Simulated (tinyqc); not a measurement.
Temperature: two-band k.p model of the X valleys of a zinc-blende crystal.

k along the valley axis, counted from X, c = hbar^2/2m0, e = c k^2/ml. H = [[e - D/2, i P k], [-i P k, e + D/2]] with P^2 = D0 c/ml, so E = e -/+ sqrt(D^2/4 + D0 e). For D = 0 (diamond lattice) the bands cross at X.

With x = D/D0: for x < 1 the minima lie at k_m = sqrt(ml D0 (1 - x^2)/(4 c)), the hump at X has the height dE = (D0/4)(1 - x)^2 and the mass at the minimum is ml/(1 - x^2); the mass at X is ml/(1 - 1/x), negative for x < 1. For x > 1 the minimum is at X.

Thermal masses along the axis for one X point, lower band, E from the minimum, on 1601 points from -0.8 to 0.8 1/angstrom: density-of-states mass m_d = c I^2/(pi kT), I = integral of exp(-E/kT) dk; conductivity mass m_c = 2 c kT/<(dE/dk)^2> with central differences.

Constants: hbar^2/2m0 = 3.80998211 eV angstrom^2; kB = 8.617333262e-05 eV/K.

Parameters, chosen for this exercise (out of a larger set: of the order of those of AlAs; not measured data): D = 0.346 eV (splitting of the two conduction levels at X); D0 = 0.126 eV (coupling energy); ml = 0.574 m0 (mass along the axis from remote bands).

Thermal masses against T.

Results:
```
T (K)  kT (meV)    m_d    m_c
10         0.86  0.902  0.901
20         1.72  0.901  0.898
50         4.31  0.897  0.892
100        8.62  0.893  0.883
200       17.23  0.884  0.868
300       25.85  0.877  0.856
500       43.09  0.864  0.836
```

What does the comparison show?

m_d goes from 0.902 to 0.864 and m_c goes from 0.901 to 0.836. Both start from the edge mass 0.903 and tend to ml = 0.574 for kT far above D0. 

(tinyqc, `OMP_NUM_THREADS=1 python tinyqc.py 1850426 1850427 out.jsonl`, Intel(R) Xeon(R) Processor @ 2.30GHz, 1 thread, shared host, about 0.01 s.)
